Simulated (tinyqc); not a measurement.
Energy and lattice constant: complex band structure along [001] in sp3s* tight binding.

For k = (0, 0, kz) the phase sums are g0 = cos(phi) and g3 = i sin(phi), phi = kz a/4, and the s, pz, s* orbitals of anion (a) and cation (c) decouple from px, py. With z = exp(i phi), H(z) = H0 + z T + T^T/z for any complex z. H0 is diagonal (Esa, Epa, Exa, Esc, Epc, Exc). The anion-cation block is B(z) = z U + W/z and the cation-anion block z W^T + U^T/z, where U has Vss/2 (s,s), Vsapc/2 (s,z), -Vscpa/2 (z,s), Vxx/2 (z,z), Vxapc/2 (s*,z), -Vpaxc/2 (z,s*), and W has the same values with the s-z and s*-z signs reversed. |z| = 1 is a band state, |z| < 1 decays along [001] as exp(-kappa d) over a distance d, kappa = -(4/a) ln|z|. No spin-orbit coupling.

Values chosen for the exercise (out of a larger set: near a published set for AlAs, fitted to gaps, whose masses and valley positions are rough (light masses up to twice too heavy); not measured data): p = (-7.538, 0.987, -1.168, 3.593, 7.463, 6.727, -6.679, 1.88, 4.296, 5.094, 5.496, 4.521, 4.991) eV (order Esa, Epa, Esc, Epc, Exa, Exc, Vss, Vxx, Vxy, Vsapc, Vscpa, Vxapc, Vpaxc); a = 5.661 angstrom (lattice constant); dE = 0.46 eV (E - Ev).

The slowest root of the s-pz block and the heavy-hole branch, sinh^2(kappa a/4) = ((E - Epa)(E - Epc) - Vxx^2)/(Vxx^2 - Vxy^2), at E = Ev + dE with Ev the lower root of [[Epa, Vxx], [Vxx, Epc]]; the couplings are kept when a changes. Each row changes one parameter from the base and keeps the others.

Results:
```
case                slowest kappa (1/angstrom)  heavy-hole kappa (1/angstrom)
base                                    0.1287                         0.2466
dE = 0.49 eV                            0.1322                         0.2533
a = 5.831 angstrom                      0.1249                         0.2394
```

The largest shifts from the base row, up to three for each result and ties (the steps differ in size, so this ranks the rows, not the parameters). slowest kappa (1/angstrom): a -0.0038, dE +0.0035. heavy-hole kappa (1/angstrom): a -0.0072, dE +0.0067. With the couplings fixed, kappa a stays, so kappa scales as 1/a.

Computed by tinyqc, a small Python program: `OMP_NUM_THREADS=1 python tinyqc.py 1482504 1482505 out.jsonl` (the numbers bound the seed that draws the inputs); one thread of a shared host (Intel(R) Xeon(R) Processor @ 2.30GHz), about 0.01 s for the whole set of steps.
